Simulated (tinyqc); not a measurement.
# Classical Heisenberg spin chain: exact results, Metropolis, heat-bath and over-relaxation steps, and a Monte Carlo run, step by step

A worked calculation. Computed by tinyqc, a small Python program that keeps every step. Command: `OMP_NUM_THREADS=1 python tinyqc.py 3130527 3130528 out.jsonl heismc walk`. One thread of a shared host (Intel(R) Xeon(R) Processor @ 2.30GHz), about 0.2 s of CPU time with the checks. Intermediate numbers are printed to about 6 digits and carried at full precision; extremes and crossings named in words are read from the listed rows.

E = -J sum_i s_i . s_(i+1) for unit vectors s_i on an open chain; K = J/(k_B T).

Inputs (values chosen for the exercise, for a model chain of large moments): coupling J = 8.9 meV; temperature T = 19.6 K; moment mu = 3.4 mu_B; length N of the open chain = 24; seed = 739912.

Update: Metropolis.

Constants: k_B = 8.617333262e-05 eV/K; mu_B = 5.7883818060e-05 eV/T.

## Exact results

Each bond angle is independent, so u = <s_i . s_(i+1)> = coth K - 1/K, <s_i . s_(i+n)> = u^n, correlation length xi = -1/ln|u|, energy per bond -J u, heat capacity per bond c/k_B = 1 - K^2/sinh^2 K, and for the long chain chi = mu^2 (1 + u)/(3 k_B T (1 - u)) per spin.

K = 5.26940

u = 0.810278

xi = 4.75335 sites

energy per bond = -7.21147 meV

heat capacity = 0.997058 k_B/bond

chi over the Curie value = 9.54174

chi = 1.26006 mu_B/T per spin

For |K| >> 1, |u| = 1 - 1/|K| and xi = |K| - 1/2 = 4.77: the chain orders only at T = 0, and c tends to k_B, not to zero, a failure of classical spins.

## Finite chain

For N spins, <|sum s|^2>/N = (1 + u)/(1 - u) - 2 u (1 - u^N)/(N (1 - u)^2); the long chain has (1 + u)/(1 - u), chi over the Curie value, and the difference is relative to it.

<|sum s|^2>/N = 7.67784

difference from the long chain = -19.5342 %

## Four single-spin steps

four neighbouring spins (rows; components x, y, z):
$$\begin{pmatrix}
-0.4118 & 0.9044 & 0.1119 \\
0.4020 & -0.1265 & 0.9069 \\
0.1400 & 0.6563 & -0.7414 \\
0.4235 & 0.7768 & -0.4661
\end{pmatrix}$$

random numbers, one row a step:
$$\begin{pmatrix}
0.6268 & 0.1445 & 0.5112 \\
0.9979 & 0.4307 & 0.0718 \\
0.4027 & 0.8665 & 0.1736 \\
0.6365 & 0.8938 & 0.7260
\end{pmatrix}$$

The given spins are first normalised. Spins 2 and 3 are updated in turn, with h = K (sum of the two neighbours). Trial spin with z = 2 r1 - 1 and azimuth 2 pi r2; it is accepted if r3 < min(1, exp(h . s_trial - h . s_old)).

Steps:
```
spin      |h|  h . s before  h . s trial  acceptance  accepted         x         y          z
2     8.98253      -4.62415      4.57659     1.00000       yes  0.595269  0.762458   0.253600
3     9.79077       6.90491     -1.24743     0.00029        no  0.140000  0.656299  -0.741399
2     8.98253       4.57659     -6.29372     0.00002        no  0.595269  0.762458   0.253600
3     9.79077       6.90491     -1.07778     0.00034        no  0.140000  0.656299  -0.741399
```

## A run and its error bars

From the ordered state (alternating for J < 0), with trial spins uniform on the sphere, 200 sweeps are discarded and 1600 recorded (even and odd sites in turn; random numbers not printed, so these rows are one sample). Errors are the scatter of block means over sqrt(number of blocks).

Blocking:
```
block length  mean bond product       error  <|sum s|^2>/N     error
1                      0.815306  0.00084721        5.79798  0.097323
4                      0.815306  0.00155728        5.79798  0.193210
16                     0.815306  0.00248635        5.79798  0.378230
40                     0.815306  0.00284291        5.79798  0.571750
80                     0.815306  0.00329933        5.79798  0.735153
```

With blocks of 40 the bond product is 1.8 error bars from the exact u = 0.8103, and <|sum s|^2>/N is 3.3 from the exact 7.678. Blocking to 40 changes the two errors by factors 3.4 and 5.9, because successive sweeps are correlated. An error still rises at blocks of 80, so the bars may be too small. 11 % of the trial spins are accepted.

Checks made by the program: c against a difference of the energy (relative difference 7e-09).
